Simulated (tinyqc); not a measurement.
Shrinking the pitch: stress in a transistor channel from embedded alloy regions, liners and fins, by half-space elasticity. Computed by tinyqc, a small Python program. Command: `OMP_NUM_THREADS=1 python tinyqc.py 3023781 3023782 out.jsonl stressor walk`. One thread of a shared host (Intel(R) Xeon(R) Processor @ 2.30GHz), about 0.01 s of CPU time with the checks.

Plane strain in an isotropic half-space, the same constants everywhere; x along the channel from its centre, y downwards from the free surface; stress is positive in tension.

Inputs (values chosen for the exercise, modelled on silicon):
```
quantity                         value  unit
alloy fraction x                   0.5     -
lattice change per unit x, beta  0.041     -
Young's modulus E                  164   GPa
Poisson ratio nu                  0.21     -
channel length L                    24    nm
length of each stressor S          195    nm
recess depth d                      40    nm
depth of the field point y         4.1    nm
```

Stressor: Si(1-x)Ge(x) source and drain.

Method:
- Misfit e = beta x. A fully constrained inclusion holds the stress -p with p = E e/(1 - 2 nu); a blanket film would hold -E e/(1 - nu) in the plane.
- A line element dA of misfit at (a, c) in the half-space gives, with C = E e/(2 pi (1 - nu)), X = x - a, r1^2 = X^2 + (y - c)^2, r2^2 = X^2 + Y^2, Y = y + c: s_xx = -C dA {[X^2 - (y - c)^2]/r1^4 + 3 [X^2 - Y^2]/r2^4 + 4 y Y (Y^2 - 3 X^2)/r2^6}, s_yy = C dA {[X^2 - (y - c)^2]/r1^4 - [X^2 - Y^2]/r2^4 + 4 y Y (Y^2 - 3 X^2)/r2^6}. These are integrated over two rectangles, L/2 < |a| < L/2 + S, 0 < c < d (closed form in a, 200 Gauss-Legendre points in c).
- L and S are scaled together at fixed d, then S alone, then L alone.

misfit e = 0.0205

S_xx at the centre (MPa):
```
scale  L and S scaled  S alone  L alone
0.35          -1890.9  -2895.8  -3473.5
0.50          -2919.5  -3468.0  -3825.7
0.70          -3736.7  -3924.0  -4136.0
1.00          -4308.0  -4308.0  -4308.0
1.40          -4509.1  -4583.9  -4243.5
2.00          -4364.0  -4800.9  -3910.4
3.00          -3826.6  -4975.4  -3249.2
```

What follows from these numbers?

Halving S alone keeps 0.81 of the stress, halving L alone gives 0.89, and halving both 0.68: a shorter channel brings the walls closer but puts y deeper relative to L, where the surface amplifies less, a shorter stressor brings its far wall, which pulls the other way, closer too. Neighbouring devices are left out. Caution: at such misfit the regions may relax by dislocations, and linear elasticity is rough.
